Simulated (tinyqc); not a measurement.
Inside a calculation. Model: ESD clamp with bipolar snapback, compact model and design window.

Numbers from tinyqc (`OMP_NUM_THREADS=1 python tinyqc.py 2670042 2670043 out.jsonl`; about 0.01 s on one thread of a shared Intel Xeon 2.30GHz). Printed values are rounded.

The drain junction multiplies the current that enters it: Igen = (M - 1)(Ic + I0), M = 1/(1 - (Vj/BV)^n). The generated holes leave through the substrate resistance and the base of the parasitic npn: Igen = Vb/Rb + Ic/be, Ic = Is exp(Vb/Vt). Terminal current I = Ic + I0 + Igen and voltage V = Vj + I Ro, per width. Isothermal, constant gain.

Inputs (values chosen for the exercise); values close to those of grounded-gate n-channel clamps: temperature T = 300 K; junction breakdown voltage BV = 8.2 V; exponent of the multiplication n = 2.6; current gain of the parasitic npn be = 3.5; saturation current Is = 1.1e-18 A/um; junction leakage I0 = 7.2e-12 A/um; substrate resistance Rb = 12000 ohm um; drain ballast and contact resistance Ro = 160 ohm um; failure current for 100 ns It2 = 4 mA/um; finger width Wf = 40 um; number of fingers Nf = 10; human-body-model level Lv = 1 kV; oxide breakdown voltage for 100 ns Vox = 13.9 V; supply voltage Vdd = 5 V.

Constants: q = 1.602176634e-19 C, kB = 1.380649e-23 J/K, Vt = kB T/q. Results are converted to the units shown.

## The snapback curve

Vb, point 0 to 8 (V): 0.05  0.3  0.517  0.577  0.627  0.756  0.875  0.895  0.925

For given Vb: Ic, Igen, M = 1 + Igen/(Ic + I0), Vj = BV (1 - 1/M)^(1/n), I and V.

```
point   Ic (uA/um)          M   Vj (V)  I (uA/um)    V (V)
0      7.60949e-12  5.78704e5  8.19999    4.16667  8.20066
1       1.20551e-7  3.41504e6  8.20000    25.0000  8.20400
2       5.32857e-4    79776.9  8.19996    43.0840  8.20685
3       0.00542708    8849.44  8.19964    48.0903  8.20734
4        0.0375430    1392.76  8.19774    52.2983  8.20610
5          5.51612    12.7068  7.94552    70.0922  7.95673
6          550.485    1.41817  5.12654    780.683  5.25145
7          1193.25    1.34822  4.87187    1608.76  5.12927
8          3808.10    1.30596  4.69248    4973.22  5.48820
```

V peaks at Vt1 = 8.207 V and falls to Vh = 5.129 V: once the npn supplies current, a small M feeds the base. At high current M tends to 1 + 1/be and Vj to BV (1 + be)^(-1/n) = 4.598 V.

## Iteration 1: base voltage at the failure current

Vb at the start = 0.83 V

I(Vb) = Ic (1 + 1/be) + I0 + Vb/Rb, I' = Ic (1 + 1/be)/Vt + 1/Rb; Newton steps on ln I: Vb(new) = Vb - ln(I/It2) I/I'. V follows from the introduction.

I = 0.193310 mA/um
V = 6.31447 V
I' = 4.88541 mS/um
Vb after iteration 1 = 0.949884 V

## Iteration 2: base voltage at the failure current

As before.

I = 12.8990 mA/um
V = 6.69968 V
I' = 495.977 mS/um
Vb after iteration 2 = 0.919433 V

## Course of the iteration: base voltage at the failure current

Stop when Vb changes by less than 1e-10 V, or after 20 iterations. Vb must stay between 0 and 8 V.

Course of the iteration:
```
iteration    Vb (V)  |change| (V)
1          0.949884         0.120
2          0.919433        0.0305
3          0.919274       1.59e-4
4          0.919274       8.80e-9
5          0.919274       < 1e-13
```

Converged in 5 iterations. At the end the number of correct digits about doubles with each step.

## Design window and human-body level

Vt1 = 8.20734 V
Vh = 5.12925 V
Vt2 = 5.35428 V

Human-body model: 100 pF through 1500 ohm, peak current about (level - Vt2)/1500 ohm, decay time 150 ns. All fingers turn on before the first fails if Vt2 > Vt1; then the clamp carries Nf Wf It2, otherwise in the worst case Wf It2. Margins: Vh - 1.1 Vdd against latching in operation, Vox - max(Vt1, Vt2) for the protected oxide.

peak current = 0.663097 A
current the clamp carries = 0.16 A
level it withstands = 0.245354 kV
holding margin = -0.370747 V
oxide margin = 5.69266 V

Uniform turn-on is not assured; the clamp fails the level. The holding margin is negative.
